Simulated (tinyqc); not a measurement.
From results back to parameters: Boltzmann transport in a parabolic band with a power-law relaxation time. Four cases, with inputs chosen for the exercise.

Problem. The Seebeck coefficient and the Hall density nH = n/rH are given; md is hidden (a Pisarenko analysis).

F_j(eta) = (1/Gamma(j + 1)) integral_0^infinity x^j dx/(1 + exp(x - eta)), which tends to exp(eta) for eta << 0.

n = N F_1/2(eta) with N = 2 (m kB T/(4 pi c))^(3/2) with c = hbar^2/2m0, in 1/angstrom^3; times 1e24 for 1/cm^3, m = md.

tau = tau0 x^r with x = E/kT. With K_j = Gamma(j + 1) F_j(eta): <tau> = tau0 (r + 3/2) K_(r+1/2)/((3/2) K_(1/2)); mu = <tau>/(mc m0/e), m0/e = 5.685630e-12 kg/C; Hall factor rH = (3/2) K_(1/2) (2r + 3/2) K_(2r+1/2)/((r + 3/2) K_(r+1/2))^2; Seebeck S = -(kB/e) [(r + 5/2) K_(r+3/2)/((r + 3/2) K_(r+1/2)) - eta]; Lorenz number L = (kB/e)^2 [(r + 7/2) K_(r+5/2)/((r + 3/2) K_(r+1/2)) - ((r + 5/2) K_(r+3/2)/((r + 3/2) K_(r+1/2)))^2]; kB/e in V/K. Valley anisotropy is left out of rH.

Constants: hbar^2/2m0 = 3.80998211 eV angstrom^2; kB = 8.617333262e-05 eV/K.

Case 1.

Values chosen (out of a larger set: masses near those of Ge; tau0 is set for a mobility of the usual size at this n, kL is a free input; freeze-out and phonon drag, which matter near 77 K, are left out; not measured data): r = 1.5 (exponent of tau); T = 77 K.

S = -565.666 microvolt/K
nH = 5.2317e+16 1/cm^3

Case 2.

Values chosen (out of a larger set: masses near those of Si; tau0 is set for a mobility of the usual size at this n, kL is a free input; freeze-out and phonon drag, which matter near 77 K, are left out; not measured data): r = -0.5 (exponent of tau); T = 400 K.

S = -389.887 microvolt/K
nH = 2.9852e+18 1/cm^3

Case 3.

Values chosen (out of a larger set: masses near those of Si; tau0 is set for a mobility of the usual size at this n, kL is a free input; freeze-out and phonon drag, which matter near 77 K, are left out; not measured data): r = -0.5 (exponent of tau); T = 77 K.

S = -196.032 microvolt/K
nH = 2.5640e+18 1/cm^3

Case 4.

Values chosen (out of a larger set: masses near those of SiC; tau0 is set for a mobility of the usual size at this n, kL is a free input; freeze-out and phonon drag, which matter near 77 K, are left out; not measured data): r = -0.5 (exponent of tau); T = 77 K.

S = -535.257 microvolt/K
nH = 3.0585e+16 1/cm^3

Find: eta; rH; n; md.

Solution. S depends on eta alone and |S| falls steadily with it; eta gives rH and so n, and N = n/F_1/2(eta) gives md from N proportional to md^(3/2).

Case 1.

eta = -2.55
rH = 1.911
n = 1.0e+17 1/cm^3
md = 0.544 m0

Case 2.

eta = -2.48
rH = 1.172
n = 3.5e+18 1/cm^3
md = 1.077 m0

Case 3.

eta = 0.14
rH = 1.131
n = 2.9e+18 1/cm^3
md = 1.027 m0

Case 4.

eta = -4.20
rH = 1.177
n = 3.6e+16 1/cm^3
md = 0.820 m0

Computed by tinyqc, one run a case: `OMP_NUM_THREADS=1 python tinyqc.py N N+1 out.jsonl` with N = 1681605, 1681620, 1681621, 1681708; one thread of a shared Intel(R) Xeon(R) Processor @ 2.30GHz, about 0.01 s a run at most.
